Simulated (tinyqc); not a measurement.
Input admittance of a MOSFET at zero drain bias: distributed channel and distributed gate: one step of the calculation.

Source and drain grounded, strong inversion, w = 2 pi f, Cox = eps0 eox/tox. The channel is an RC line of resistance 1/(mu Cox Vo) per square fed from both ends, so one finger has the intrinsic admittance y = i w Cox L tanh(g)/g per width, g = (1/2) sqrt(i w tau), tau = L^2/(mu Vo). The vertical resistance rv/L is in series with y, the overlaps 2 i w Cov in parallel: y_t = 1/(1/y + rv/L) + 2 i w Cov. The gate strip is a line of Rsh/L per length loaded by y_t, so a finger has Y = y_t Wf tanh(k)/k, k = (Wf/sd) sqrt(y_t Rsh/L); the device has Nf Y.

Task. Admittance of the channel and stack per width. tau, g, c = Cox L, y and y_t as defined.

Inputs (values chosen for the exercise); values of the order met in silicon radio-frequency transistors:
- eox = 21.7 (relative permittivity of the gate insulator (close to hafnium oxide))
- tox = 5.4 nm (insulator thickness)
- L = 0.22 um (channel length)
- mu = 110 cm^2/(V s) (channel mobility)
- Vo = 0.3 V (gate overdrive)
- rv = 1.5 ohm um^2 (vertical resistivity of the gate stack)
- Cov = 0.21 fF/um (overlap and fringe capacitance on each side)
- f = 34 GHz (frequency)

Constants: eps0 = 8.8541878128e-14 F/cm where lengths are in cm. Results are converted to the units shown.

Find: tau; g; c; y; y_t.

Result.

tau = 14.67 ps
g = 0.6258+0.6258i
c = 7.828 fF/um
y = (0.397+1.548i) x 1e3 uS/um
y_t = (0.412+1.629i) x 1e3 uS/um

w tau = 3.13, and Im y is 0.926 of w c.

Numbers from tinyqc (`OMP_NUM_THREADS=1 python tinyqc.py 2262173 2262174 out.jsonl`; about 0.01 s on one thread of a shared Intel Xeon 2.30GHz).
